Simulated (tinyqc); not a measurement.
# Undoped gate-all-around wire MOSFET, analytic charge model: two studies

An undoped round wire of radius R under an insulator shell and a surrounding gate; long channel, electrons only, n = ni exp((psi - V)/Vt) with V the quasi-Fermi potential (0 at the source, Vd at the drain), constant mobility, no quantisation. The radial Poisson equation gives n(r) = n(0)/(1 - (1 - b) r^2/R^2)^2 with b = Q0/(Q + Q0). Q is the electron charge per area of the wire surface.

Parameters, values chosen for the exercise; material values close to those of silicon: temperature T = 293 K; band gap Eg = 1.11 eV; relative permittivity of the semiconductor eps_r = 11.6; conduction-band density of states at T Nc = 2.7e19 cm^-3; valence-band density of states at T Nv = 2.58e19 cm^-3; relative permittivity of the gate insulator eox = 8.91; insulator thickness tox = 3.9 nm; wire radius R = 8 nm; gate work function less that of the intrinsic body dphi = 0.12 V; channel mobility mu = 160 cm^2/(V s); gate length L = 2 um; drain voltage Vd = 0.05 V.

Constants: q = 1.602176634e-19 C, kB = 1.380649e-23 J/K, Vt = kB T/q, eps0 = 8.8541878128e-14 F/cm where lengths are in cm. Results are converted to the units shown.

Each table varies one quantity; the others keep the values above.

## Effect of the wire radius

ni = sqrt(Nc Nv) exp(-Eg/(2 Vt)), Eg in volts; Cox = eps0 eox/(R ln(1 + tox/R)); Q0 = 4 eps0 eps_r Vt/R; V0 = dphi + Vt ln[8 eps0 eps_r Vt/(q ni R^2)]. Q solves Vg - V0 - V = Q/Cox + Vt ln(Q/Q0) + Vt ln(1 + Q/Q0). I = mu (2 pi R/L)[2 Vt (Qs - Qd) + (Qs^2 - Qd^2)/(2 Cox) + Vt Q0 ln((Qd + Q0)/(Qs + Q0))], with Qs at V = 0 and Qd at V = Vd.  I(low) is taken at Vg = 0.36 V, Qs and I(high) at Vg = 1.11 V.

Results:
```
R (nm)	V0 (V)	I(low) (nA)	Qs(high) (nC/cm^2)	I(high) (uA)
2.7	0.66500	6.4373e-5	1239.1	0.079140
3.7	0.64909	1.2089e-4	1139.1	0.099794
7.3	0.61477	4.7054e-4	993.82	0.17204
10	0.59888	8.8294e-4	950.26	0.22545
14	0.58189	0.0017304	915.37	0.30417
20	0.56388	0.0035310	888.42	0.42188
```

Estimate the missing row, R = 5.2 nm.

Computed row:
```
R (nm)	V0 (V)	I(low) (nA)	Qs(high) (nC/cm^2)	I(high) (uA)
5.2	0.63190	2.3876e-4	1056.1	0.13014
```

With this row back in the table: As R goes from 2.7 to 20 nm, I(low) rises from 6.44e-5 to 0.00353 nA and I(high) rises from 0.0791 to 0.422 uA. On average I(low) goes as R^(2.00) and I(high) goes as R^(0.84). Below threshold the charge is proportional to the cross-section of the body; above it the insulator sets the charge. In every row the surface density at the source at the higher gate voltage passes 0.3 Nc, where Boltzmann statistics fail. For R = 2.7 to 5.2 nm the body is thin enough for quantum confinement, left out here, to raise the threshold.

## Output curve

Same model as above.

I = mu (2 pi R/L)[2 Vt (Qs - Qd) + (Qs^2 - Qd^2)/(2 Cox) + Vt Q0 ln((Qd + Q0)/(Qs + Q0))], with Qs at V = 0 and Qd at V = Vd.

In this table Vg = 0.91 V.

Output curve:
```
Vd (V)	Qd (nC/cm^2)	Qd/Qs	I (uA)
0.06	429.0	0.7799	0.1180
0.11	332.7	0.6047	0.1945
0.16	242.1	0.4401	0.2522
0.22	144.5	0.2627	0.2985
0.27	77.27	0.1405	0.3206
0.32	29.62	0.05385	0.3309
0.38	4.839	0.008796	0.3344
0.43	0.7355	0.001337	0.3349
0.48	0.1031	1.873e-4	0.3349
```

Read the table: what changes, and by how much?

The current rises from 0.118 to 0.335 uA, while the charge at the drain end falls from 0.78 to 1.9e-4 of that at the source. The current first comes within 1 % of its last value at Vd = 0.38 V among the rows. Over the last rows Qd falls by a factor of e for each Vt of drain voltage: the drain end is in weak inversion. In every row the surface density at the source passes 0.3 Nc, where Boltzmann statistics fail.

Computed by the program tinyqc: `OMP_NUM_THREADS=1 python tinyqc.py 2460042 2460043 out.jsonl`, one thread of a shared Intel Xeon 2.30GHz, about 0.02 s for the whole run.
